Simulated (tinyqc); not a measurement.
Shallow acceptor in the spherical model (Baldereschi-Lipari), strong spin-orbit limit: one step, computed by the program tinyqc. Command: `OMP_NUM_THREADS=1 python tinyqc.py 3023758 3023759 out.jsonl acceptor walk`. One thread of a shared host (Intel(R) Xeon(R) Processor @ 2.30GHz), about 0.01 s of CPU time with the checks.

The 1S(3/2) state has an s envelope f(r) and a d envelope g(r). In effective units they obey -(f'' + 2f'/r + 2f/r) + mu (g'' + 5g'/r + 3g/r^2) = E f and -(g'' + 2g'/r - 6g/r^2 + 2g/r) + mu (f'' - f'/r) = E g. The cubic term, the split-off band and the central cell are left out.

Problem. Matrices in a small basis. zeta_i = zeta_1 beta^(i-1), i = 1..n, in both channels. Basis: f_i = exp(-zeta_i r), g_i = r exp(-zeta_i r), weight r^2 dr, s = zeta_i + zeta_j. S_ff = 2/s^3, H_ff = zeta_i zeta_j S_ff - 2/s^2; S_gg = 24/s^5, H_gg = 8/s^3 + 24 zeta_i zeta_j/s^5 - 12/s^4; H(f_i, g_j) = mu (6 zeta_i^2/s^4 + 2 zeta_i/s^3); S_fg = 0. Each function is normalised by sqrt(S_ii).

Inputs (values chosen for the exercise, modelled on germanium): functions per channel n = 2; smallest exponent zeta_1 = 0.8 1/a*; ratio beta of exponents = 2.8.

mu = 0.76

Give: H; S.

Solution.

H (Ry*), rows f1, f2, g1, g2:
$$\begin{pmatrix}
-0.96 & -0.85249 & 0.70206 & 0.96115 \\
-0.85249 & 0.5376 & 1.7244 & 5.5041 \\
0.70206 & 1.7244 & 0.69333 & 1.7762 \\
0.96115 & 5.5041 & 1.7762 & 9.4677
\end{pmatrix}$$

S, rows f1, f2, g1, g2:
$$\begin{pmatrix}
1.0000 & 0.6831 & 0.0000 & 0.0000 \\
0.6831 & 1.0000 & 0.0000 & 0.0000 \\
0.0000 & 0.0000 & 1.0000 & 0.5298 \\
0.0000 & 0.0000 & 0.5298 & 1.0000
\end{pmatrix}$$
